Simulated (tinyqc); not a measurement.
From results back to parameters: three-band (Emery) model of a CuO2 plane downfolded to one band. Four cases, with inputs chosen for the exercise.

Problem. With d at 0, oxygen p at -D, hoppings tpd and tpp and k in pi/a: at (1,0) the bonding and antibonding levels are the roots of E (E + D) = 4 tpd^2, and at (1,1) the top level solves E (E + D - 4 tpp) = 8 tpd^2. The levels below come from hidden parameters.

Find: D, tpd, tpp.

Method. The sum of the roots is -D and their product -4 tpd^2; then tpp = (E + D - 8 tpd^2/E)/4.

Case 1.

levels at (1,0) (eV): bonding -4.32279, antibonding 1.42279

top level at (1,1) = 3.21092 eV

Solution.

D, tpd, tpp (eV): 2.90  1.24  0.57

Case 2.

levels at (1,0) (eV): bonding -4.14620, antibonding 1.14620

top level at (1,1) = 3.06305 eV

Solution.

D, tpd, tpp (eV): 3.00  1.09  0.74

Case 3.

levels at (1,0) (eV): bonding -3.55855, antibonding 1.95855

top level at (1,1) = 3.96000 eV

Solution.

D, tpd, tpp (eV): 1.60  1.32  0.51

Case 4.

levels at (1,0) (eV): bonding -3.72471, antibonding 1.62471

top level at (1,1) = 2.92204 eV

Solution.

D, tpd, tpp (eV): 2.10  1.23  0.22

Computed by tinyqc, one run a case: `OMP_NUM_THREADS=1 python tinyqc.py N N+1 out.jsonl` with N = 1451805, 1451951, 1452131, 1452225; one thread of a shared Intel(R) Xeon(R) Processor @ 2.30GHz, about 0.03 s a run at most.
